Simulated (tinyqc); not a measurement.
# Ground and coupling capacitance from two measurements

Question. A line has Cg to the planes and Cc to each of two neighbours. Find Cg, Cc, the load when both neighbours switch in antiphase, and the pulse on the line when it floats and both neighbours swing by Vx.

Parameters, values chosen for the exercise:
- Vx = 0.8 V (swing)

capacitance with neighbours driven alike and with neighbours grounded (aF/um): [100, 152]

Solution. Driven alike, Cc carries no charge, which leaves Cg; grounded neighbours give Cg + 2 Cc, antiphase Cg + 4 Cc; a floating line divides the swing as 2 Cc/(Cg + 2 Cc).

Cg = 100 aF/um
Cc = 26.0 aF/um
load in antiphase = 204 aF/um
pulse = 0.274 V

Computed by the program tinyqc: `OMP_NUM_THREADS=1 python tinyqc.py 2790205 2790206 out.jsonl`, one thread of a shared Intel Xeon 2.30GHz, about 0.6 s for the whole run.
